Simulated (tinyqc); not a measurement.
What moves the results: carrier statistics of a doped semiconductor with parabolic bands. A value that a table varies takes the place of the one given here.

Eg(T) = Eg0 - al T^2/(T + be); m_de = Mv^(2/3) (ml mt^2)^(1/3); m_dh = (mhh^(3/2) + mlh^(3/2))^(2/3); Nc and Nv from N = 2 (m kB T/(4 pi c))^(3/2) with c = hbar^2/2m0, in 1/angstrom^3; times 1e24 for 1/cm^3.

Energies are counted from Ev, so Ec = Eg. n = Nc F_1/2((EF - Eg)/kT), p = Nv F_1/2(-EF/kT), ND+ = ND/(1 + 2 exp((EF - Eg + ED)/kT)), NA- = NA/(1 + 4 exp((EA - EF)/kT)); neutrality asks p + ND+ = n + NA-. F_j(eta) = (1/Gamma(j + 1)) integral_0^infinity x^j dx/(1 + exp(x - eta)), which tends to exp(eta) for eta << 0.

Constants: hbar^2/2m0 = 3.80998211 eV angstrom^2; kB = 8.617333262e-05 eV/K.

Inputs chosen for the exercise (near those of GaN; not measured data):

| symbol | value | unit | meaning |
|---|---|---|---|
| Eg0 | 3.516 | eV | gap at 0 K |
| al | 0.000906 | eV/K | Varshni alpha |
| be | 834 | K | Varshni beta |
| ml | 0.2 | m0 | longitudinal electron mass |
| mt | 0.2 | m0 | transverse electron mass |
| Mv | 1 |  | equivalent valleys |
| mhh | 1.41 | m0 | heavy-hole mass |
| mlh | 0.3 | m0 | light-hole mass |
| ND | 1.8e+17 | 1/cm^3 | donors |
| NA | 3e+16 | 1/cm^3 | acceptors |
| ED | 0.0221 | eV | donor level below Ec |
| EA | 0.181 | eV | acceptor level above Ev |
| T | 200 | K |  |

## Temperature

Neutrality solved at each temperature; ni = sqrt(Nc Nv) exp(-Eg/2kT).

Carriers (1/cm^3):

| T (K) | EF (eV) | n | p | majority / \|ND - NA\| | ni | Eg (eV) |
|---|---|---|---|---|---|---|
| 30 | 3.4953 | 3.43e+13 | <1e-99 | 0.000229 | <1e-99 | 3.5151 |
| 50 | 3.4949 | 2.08e+15 | <1e-99 | 0.0138 | <1e-99 | 3.5134 |
| 77 | 3.4906 | 1.53e+16 | <1e-99 | 0.102 | 1.78e-97 | 3.5101 |
| 120 | 3.4765 | 4.53e+16 | <1e-99 | 0.302 | 7.33e-56 | 3.5023 |
| 200 | 3.4360 | 8.76e+16 | 6.56e-68 | 0.584 | 7.68e-26 | 3.4810 |
| 300 | 3.3677 | 1.15e+17 | 1.23e-37 | 0.764 | 1.20e-10 | 3.4441 |
| 450 | 3.2400 | 1.32e+17 | 4.39e-17 | 0.877 | 2.42 | 3.3731 |
| 600 | 3.0912 | 1.39e+17 | 1.41e-06 | 0.924 | 4.44e+05 | 3.2886 |
| 800 | 2.8703 | 1.43e+17 | 166 | 0.953 | 4.89e+09 | 3.1611 |
| 1000 | 2.6307 | 1.45e+17 | 1.55e+07 | 0.968 | 1.50e+12 | 3.0220 |

Ionisation is incomplete: the majority density is below 90 % of the net doping at 30, 50, 77, 120, 200, 300 and 450 K, down to a share of 0.00023. It is within 10 % of the net doping at 600, 800 and 1000 K. The majority density never exceeds the net doping by 10 %; ni is 1.50e+12 1/cm^3 at 1000 K against a net doping of 1.50e+17. EF goes from 3.495 eV to 2.631 eV, where midgap is 1.511 eV and the intrinsic level (Boltzmann) 1.641 eV.

## Doping level

Only donors are present (NA = 0); eta is the distance of EF beyond the conduction edge in units of kT.

Neutral state:

| ND (1/cm^3) | EF (eV) | majority (1/cm^3) | ionised share | eta |
|---|---|---|---|---|
| 1.0e+14 | 3.3188 | 9.99e+13 | 0.999 | -9.41 |
| 1.0e+15 | 3.3584 | 9.94e+14 | 0.994 | -7.11 |
| 1.0e+16 | 3.3972 | 9.47e+15 | 0.947 | -4.86 |
| 1.0e+17 | 3.4321 | 7.03e+16 | 0.703 | -2.84 |
| 1.0e+18 | 3.4596 | 3.23e+17 | 0.323 | -1.24 |
| 3.0e+18 | 3.4712 | 5.88e+17 | 0.196 | -0.56 |
| 1.0e+19 | 3.4837 | 1.06e+18 | 0.106 | 0.16 |
| 3.0e+19 | 3.4952 | 1.72e+18 | 0.057 | 0.83 |

The impurity level lies at 3.4589 eV. The ionised share falls from 0.999 to 0.057 as EF passes through it between 1e+17 and 1e+18 1/cm^3 (share 1/3 there); it is below one half from 1e+18 1/cm^3 on. Over the last two rows the doping grows threefold and the majority density by a factor 1.62. EF comes within 3 kT of the majority band edge from 1e+17 1/cm^3 on. Above roughly 7e+17 1/cm^3 (N^(1/3) a = 0.26, with the radius a = sqrt(c/(m E)) from the ionisation energy E and the mass (ml mt^2)^(1/3)) the levels merge with the band and real ionisation is complete; sharp levels then overstate freeze-out.

## What each input does

Neutrality solved anew for each case. Each row changes one parameter from the base and keeps the others.

Results:

| case | EF (eV) | n (1/cm^3) | p (1/cm^3) |
|---|---|---|---|
| base | 3.4360 | 8.76e+16 | 6.56e-68 |
| T = 180 K | 3.4475 | 7.92e+16 | 6.40e-78 |
| ND = 3.6e+17 1/cm^3 | 3.4461 | 1.54e+17 | 3.65e-68 |
| NA = 3.9e+16 1/cm^3 | 3.4347 | 8.16e+16 | 7.06e-68 |
| Eg0 = 3.566 eV | 3.4860 | 8.76e+16 | 3.61e-69 |
| mt = 0.24 m0 | 3.4338 | 9.27e+16 | 7.46e-68 |
| mhh = 1.692 m0 | 3.4360 | 8.76e+16 | 8.44e-68 |
| ED = 0.0331 eV | 3.4320 | 7.01e+16 | 8.25e-68 |

The largest shifts from the base row, up to three for each result and ties (the steps differ in size, so this ranks the rows, not the parameters). EF (eV): Eg0 +0.0500, T +0.0115, ND +0.0101; unchanged at the printed digits by mhh. n (1/cm^3): ND +6.68e+16, ED -1.76e+16, T -8.42e+15; unchanged at the printed digits by Eg0 and mhh. p (1/cm^3): T -6.56e-68, Eg0 -6.20e-68, ND -2.91e-68.

(tinyqc, `OMP_NUM_THREADS=1 python tinyqc.py 1651493 1651494 out.jsonl`, Intel(R) Xeon(R) Processor @ 2.30GHz, 1 thread, shared host, about 0.01 s.)
